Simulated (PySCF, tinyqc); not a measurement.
CIS on RHF in the sto-3g basis, frozen core, for BeH+, spin multiplicity 1, step by step. The lowest restricted solution is unstable here: a spin-polarised one lies 0.0046 hartree lower (PySCF). One step of it, computed by the program tinyqc.

Task: CIS matrix, singlets. A(ia,jb) = (e_a - e_i) d_ij d_ab + 2 (ia|jb) - (ij|ab).

orbital energies (hartree): MO1 -4.993311, MO2 -0.653092, MO3 -0.252917, MO4 -0.124977, MO5 -0.124977, MO6 0.114766

Two-electron integrals over orbitals (pq|rs), unique and non-zero (hartree); the lowest 1 orbital is frozen and left out:
```
(22|22) 0.460145    (32|22) -0.065974   (32|32) 0.061141    (33|22) 0.326265
(33|32) 0.032796    (33|33) 0.429026    (42|42) 0.045481    (43|42) 0.034440
(43|43) 0.048575    (44|22) 0.349262    (44|32) 0.039134    (44|33) 0.383493
(44|44) 0.449859    (52|52) 0.045481    (53|52) 0.034440    (53|53) 0.048575
(54|54) 0.024249    (55|22) 0.349262    (55|32) 0.039134    (55|33) 0.383493
(55|44) 0.401360    (55|55) 0.449859    (62|22) 0.022106    (62|32) -0.055319
(62|33) -0.010636   (62|44) -0.068781   (62|55) -0.068781   (62|62) 0.118172
(63|22) -0.056842   (63|32) 0.056997    (63|33) 0.051619    (63|44) 0.035585
(63|55) 0.035585    (63|62) -0.060330   (63|63) 0.073694    (64|42) -0.025737
(64|43) -0.008135   (64|64) 0.022474    (65|52) -0.025737   (65|53) -0.008135
(65|65) 0.022474    (66|22) 0.466420    (66|32) -0.070066   (66|33) 0.353965
(66|44) 0.352309    (66|55) 0.352309    (66|62) 0.049262    (66|63) -0.060505
(66|66) 0.504001
```

Give: CIS matrix A, singlet.

Result:

CIS matrix A, singlet (hartree), lower triangle:
```
        2>3    2>4    2>5    2>6
2>3   0.196
2>4   0.000  0.270
2>5   0.000  0.000  0.270
2>6  -0.054  0.000  0.000  0.538
```
